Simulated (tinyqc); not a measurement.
# Thermoelectric coefficients of one resonant level, Landauer integrals: two studies

Transmission X(x) = (g/2)^2/[(x - y)^2 + (g/2)^2] with x = (E - EF)/kB T, two spin channels. I_k = int X x^k w dx over all x, w = 1/(4 cosh^2(x/2)).

Parameters, values chosen for the exercise:

| symbol | value | unit | meaning |
|---|---|---|---|
| T | 4 | K | temperature |
| g | 0.31 |  | full width of the level over kB T |
| y | 4.9 |  | level position (E0 - EF)/kB T |
| kp | 0.3 |  | phonon heat conductance in units of pi^2 kB^2 T/(3 h) |

Constants: q = 1.602176634e-19 C, kB = 1.380649e-23 J/K, h = 6.62607015e-34 J s. Results are converted to the units shown.

Each table varies one quantity; the others keep the values above.

## Effect of the level position

G = (2 q^2/h) I_0, S = -(kB/q) I_1/I_0, L/L0 = [I_2/I_0 - (I_1/I_0)^2]/(pi^2/3), K_e = (2 kB^2 T/h)(I_2 - I_1^2/I_0), ZT = G S^2 T/(K_e + K_ph), K_ph = kp pi^2 kB^2 T/(3 h).

Effect of the level position:

| y | G (uS) | S (uV/K) | L/L0 | ZT | ZT without phonons |
|---|---|---|---|---|---|
| 0.5 | 8.223 | -39.62 | 0.06102 | 0.04358 | 1.053 |
| 1.2 | 6.400 | -94.59 | 0.07793 | 0.1934 | 4.700 |
| 1.9 | 4.252 | -148.2 | 0.1159 | 0.3155 | 7.757 |
| 2.7 | 2.358 | -206.3 | 0.2042 | 0.3394 | 8.531 |
| 3.4 | 1.332 | -252.4 | 0.3500 | 0.2874 | 7.451 |
| 4.1 | 0.7399 | -291.4 | 0.6006 | 0.2131 | 5.788 |
| 4.8 | 0.4134 | -319.9 | 1.001 | 0.1438 | 4.182 |
| 5.6 | 0.2192 | -334.4 | 1.675 | 0.08368 | 2.732 |
| 6.3 | 0.1315 | -328.0 | 2.405 | 0.04851 | 1.831 |
| 7 | 0.08331 | -303.6 | 3.110 | 0.02646 | 1.213 |

G falls from 8.22 to 0.0833 uS; |S| goes from 39.6 through a maximum of 334 (at y = 5.6 among the rows listed) to 304 uV/K: far from the level its Lorentzian tail at EF carries the current, and S falls back towards the Mott value. L/L0 rises from 0.0610 to 3.11, and ZT goes from 0.0436 through a maximum of 0.339 (at y = 2.7 among the rows listed) to 0.0265.

## Effect of the level width

Same model as above.

Effect of the level width:

| g | G (uS) | S (uV/K) | L/L0 | ZT | ZT without phonons |
|---|---|---|---|---|---|
| 0.042 | 0.03947 | -404.4 | 0.2500 | 0.02271 | 26.78 |
| 0.1 | 0.1004 | -382.5 | 0.5213 | 0.05150 | 11.49 |
| 0.25 | 0.2914 | -337.4 | 0.9635 | 0.1141 | 4.837 |
| 0.6 | 0.9147 | -269.7 | 1.337 | 0.2120 | 2.227 |
| 1.4 | 3.140 | -193.1 | 1.378 | 0.3005 | 1.108 |
| 3.5 | 12.25 | -117.3 | 1.148 | 0.2685 | 0.4903 |
| 8.4 | 35.34 | -58.35 | 0.9738 | 0.1070 | 0.1431 |
| 20 | 62.01 | -19.85 | 0.9549 | 0.01413 | 0.01690 |

What does the comparison show?

ZT without phonons falls from 26.8 to 0.0169, while ZT with phonons goes from 0.0227 through a maximum of 0.301 (at g = 1.4 among the rows listed) to 0.0141; L/L0 goes from 0.250 through a maximum of 1.38 (at g = 1.4 among the rows listed) to 0.955. A narrow level filters energy well but conducts little, so a fixed phonon conductance sets a best width.

Numbers from tinyqc (`OMP_NUM_THREADS=1 python tinyqc.py 2800046 2800047 out.jsonl`; about 0.02 s on one thread of a shared Intel Xeon 2.30GHz).
